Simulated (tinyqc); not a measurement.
# Trap density from the barrier height

Inverse problem. In a partly depleted grain with all boundary traps filled, 2 N W = Qt and VB = q N W^2/(2 eps0 eps_r). Find Qt, W and the doping at which VB would equal Vt.

Values chosen for this exercise:
```
symbol,value,unit,meaning
T,300,K,temperature
eps_r,11.7,,relative permittivity
```

Constants: q = 1.602176634e-19 C, kB = 1.380649e-23 J/K, Vt = kB T/q, eps0 = 8.8541878128e-14 F/cm where lengths are in cm. Results are converted to the units shown.

doping = 2.1e18 cm^-3
barrier height = 0.11930854 V

Answer. Eliminating W gives VB = q Qt^2/(8 eps0 eps_r N), which falls as 1/N.

Qt = 3.60e12 cm^-2
W = 8.57 nm
doping for VB = Vt = 9.69e18 cm^-3

tinyqc, about 0.01 s, one thread, Intel Xeon 2.30GHz (shared host): `OMP_NUM_THREADS=1 python tinyqc.py 2830064 2830065 out.jsonl`
